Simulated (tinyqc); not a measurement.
Stability and critical current from long pulses.

Inverse problem. For long pulses a magnetic tunnel junction switches at I = Ic0 [1 - ln(tp/t0)/Delta]. Find Ic0 and Delta.

Values chosen for this exercise: attempt time t0 = 1 ns.

switching current for pulses of 0.0001 and 0.1 s (uA): 28.460452  22.664638

Answer. I is linear in ln tp: it equals Ic0 at tp = t0, and the slope is -Ic0/Delta.

Ic0 = 38.1 uA
Delta = 45.4

Computed by the program tinyqc: `OMP_NUM_THREADS=1 python tinyqc.py 2450104 2450105 out.jsonl`, one thread of a shared Intel Xeon 2.30GHz, about 0.01 s for the whole run.
